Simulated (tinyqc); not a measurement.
Worked calculation: Hueckel theory of the pi electrons, for the molecule c1ccc2ccccc2c1 (SMILES; centres numbered as the heavy atoms are written). One step of it, computed by the program tinyqc.

Task: Energy, charges, bond orders. E = sum n x; q_r = z_r - P_rr; bond order p = P_rs; free valence = sqrt(3) - sum of p over the bonds of the atom.

x values: 2.302776  1.618034  1.302776  1.000000  0.618034  -0.618034  -1.000000  -1.302776  -1.618034  -2.302776

occupations: 2.000000  2.000000  2.000000  2.000000  2.000000  0.000000  0.000000  0.000000  0.000000  0.000000

charge and bond-order matrix P:
```
,1C,2C,3C,4C,5C,6C,7C,8C,9C,10C
1C,1.000000,0.603165,0.000000,-0.240883,0.000000,0.155952,0.000000,-0.169863,0.000000,0.724564
2C,0.603165,1.000000,0.724564,0.000000,-0.169863,0.000000,0.155952,0.000000,-0.240883,0.000000
3C,0.000000,0.724564,1.000000,0.554700,0.000000,-0.169863,0.000000,0.084932,0.000000,-0.362282
4C,-0.240883,0.000000,0.554700,1.000000,0.554700,0.000000,-0.240883,0.000000,0.518233,0.000000
5C,0.000000,-0.169863,0.000000,0.554700,1.000000,0.724564,0.000000,-0.362282,0.000000,0.084932
6C,0.155952,0.000000,-0.169863,0.000000,0.724564,1.000000,0.603165,0.000000,-0.240883,0.000000
7C,0.000000,0.155952,0.000000,-0.240883,0.000000,0.603165,1.000000,0.724564,0.000000,-0.169863
8C,-0.169863,0.000000,0.084932,0.000000,-0.362282,0.000000,0.724564,1.000000,0.554700,0.000000
9C,0.000000,-0.240883,0.000000,0.518233,0.000000,-0.240883,0.000000,0.554700,1.000000,0.554700
10C,0.724564,0.000000,-0.362282,0.000000,0.084932,0.000000,-0.169863,0.000000,0.554700,1.000000
```

Centres:
```
centre,"z_r, pi electrons of the neutral centre",h
1C,1,0.000000
2C,1,0.000000
3C,1,0.000000
4C,1,0.000000
5C,1,0.000000
6C,1,0.000000
7C,1,0.000000
8C,1,0.000000
9C,1,0.000000
10C,1,0.000000
```

Bonds:
```
i,j,k
1,2,1
2,3,1
3,4,1
4,5,1
5,6,1
6,7,1
7,8,1
8,9,1
9,10,1
10,1,1
9,4,1
```

Give: pi energy = 10 alpha + this times beta; pi charges; Bond orders and lengths from R = 1.517 - 0.180 p; free valence of the carbons; gap between the highest filled and the next level.

Result:

pi energy = 10 alpha + this times beta = 13.6832

pi charges: 1C 0.0000, 2C 0.0000, 3C 0.0000, 4C 0.0000, 5C 0.0000, 6C 0.0000, 7C 0.0000, 8C 0.0000, 9C 0.0000, 10C 0.0000

Bond orders and lengths from R = 1.517 - 0.180 p (angstrom, C-C alone):
```
bond,p,R
1-2,0.6032,1.4084
2-3,0.7246,1.3866
3-4,0.5547,1.4172
4-5,0.5547,1.4172
5-6,0.7246,1.3866
6-7,0.6032,1.4084
7-8,0.7246,1.3866
8-9,0.5547,1.4172
9-10,0.5547,1.4172
10-1,0.7246,1.3866
9-4,0.5182,1.4237
```

free valence of the carbons: 1C 0.4043, 2C 0.4043, 3C 0.4528, 4C 0.1044, 5C 0.4528, 6C 0.4043, 7C 0.4043, 8C 0.4528, 9C 0.1044, 10C 0.4528

gap between the highest filled and the next level = 1.2361 |beta|
